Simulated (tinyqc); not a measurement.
Sub-threshold conduction and electro-thermal threshold of an amorphous chalcogenide: one step of the calculation.

Trap-limited conduction: I = I0 exp(-Ea/kB T) sinh(q V dz/(2 ua kB T)), I0 = 2 q A Nt dz/ta. One lumped temperature T = T0 + Rt I V. The threshold is the largest V for which a steady state exists on the low-current branch.

Problem. Self-heating. I at the present T, then T(new) = T0 + Rt I V.

Parameters, values chosen for the exercise; values of the order of Ge-Sb-Te and related chalcogenides: ambient temperature T0 = 300 K; cross-section A = 970 nm^2; amorphous thickness ua = 36 nm; distance between traps dz = 5.5 nm; activation energy Ea = 0.42 eV; trap density Nt = 4.9e19 cm^-3; attempt time ta = 1e-15 s; thermal resistance Rt = 3.2 K/uW; voltage across the amorphous layer V = 2.18 V.

Constants: q = 1.602176634e-19 C, kB = 1.380649e-23 J/K. Results are converted to the units shown.

T at the start = 300 K

Find: I; T after iteration 1.

Solution.

I = 2.3115 uA
T after iteration 1 = 316.13 K

Range of the model: Purely electronic switching mechanisms, filaments and series resistance are left out.

Program tinyqc, `OMP_NUM_THREADS=1 python tinyqc.py 2490118 2490119 out.jsonl`; Intel Xeon 2.30GHz, shared host, one thread, about 0.01 s.
